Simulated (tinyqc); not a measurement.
Worked calculation: one-electron ion in a basis of Gaussians. One step of it, computed by the program tinyqc.

Problem. Matrices over normalised Gaussians. With p = a_i + a_j and I(k) = Gamma((k+1)/2) / (2 p^((k+1)/2)): S = I(2l+2), T = (2l+3) a_i a_j S / p, V = -Z I(2l+1), each divided by sqrt(S_ii S_jj).

exponents of r^l exp(-a r^2) (1/bohr^2): 0.008303  0.012670  0.019330  0.029480

Z = 1

l = 1

Give: S; T; V.

Solution.

S, lower triangle:
```
        1       2       3       4
1  1.0000
2  0.9461  1.0000
3  0.8051  0.9462  1.0000
4  0.6241  0.8053  0.9462  1.0000
```

T (hartree), lower triangle:
```
        1       2       3       4
1  0.0208
2  0.0237  0.0317
3  0.0234  0.0362  0.0483
4  0.0202  0.0357  0.0552  0.0737
```

V (hartree), lower triangle:
```
         1        2        3        4
1  -0.0969
2  -0.1031  -0.1197
3  -0.1007  -0.1273  -0.1479
4  -0.0913  -0.1244  -0.1573  -0.1827
```
